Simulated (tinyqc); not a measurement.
Effective-mass impurity with a central-cell term, in a basis of Slater functions: one step, computed by the program tinyqc. Command: `OMP_NUM_THREADS=1 python tinyqc.py 3018048 3018049 out.jsonl centralcell walk`. One thread of a shared host (Intel(R) Xeon(R) Processor @ 2.30GHz), about 0.01 s of CPU time with the checks.

The envelope obeys H = -nabla^2 - (2/r) [Z + A exp(-kappa r)] in effective units, with kappa = a*/lambda; positive A deepens the well near the core.

Task: Matrices over the s basis. zeta_i = zeta_1 beta^(i-1), i = 1..n. For s functions exp(-zeta r), with s = zeta_i + zeta_j: S = 2/s^3, T = zeta_i zeta_j S, V = -2 Z/s^2, W = -2 A/(s + kappa)^2; each function is normalised by dividing by sqrt(S_ii S_jj).

Inputs (values chosen for the exercise, with mass and screening modelled on AlN):
```
quantity                  value  unit
charge Z of the core          1     -
central-cell strength A       2     -
basis size n                  4     -
smallest exponent zeta_1   0.38  1/a*
ratio beta of exponents       2     -
```

Impurity: donor, one isotropic band.

kappa = 5.568158 1/a*

Give: exponents; overlap S; kinetic T; Coulomb V; central cell W.

Result:

exponents (1/a*): 0.38  0.76  1.52  3.04

overlap S, lower triangle (symmetric):
```
       1      2      3      4
1  1.000
2  0.838  1.000
3  0.512  0.838  1.000
4  0.248  0.512  0.838  1.000
```

kinetic T (Ry*), lower triangle (symmetric):
```
        1       2       3       4
1  0.1444
2  0.2420  0.5776
3  0.2957  0.9681  2.3104
4  0.2868   1.183   3.872  9.2416
```

Coulomb V (Ry*), lower triangle (symmetric):
```
         1        2       3      4
1    -0.76
2  -0.9554    -1.52
3  -0.9728   -1.911   -3.04
4  -0.8492  -1.9456  -3.822  -6.08
```

central cell W (Ry*), lower triangle (symmetric):
```
          1        2        3       4
1  -0.02192
2  -0.05518  -0.1398
3   -0.1259  -0.3225  -0.7583
4   -0.2459  -0.6402   -1.549  -3.313
```
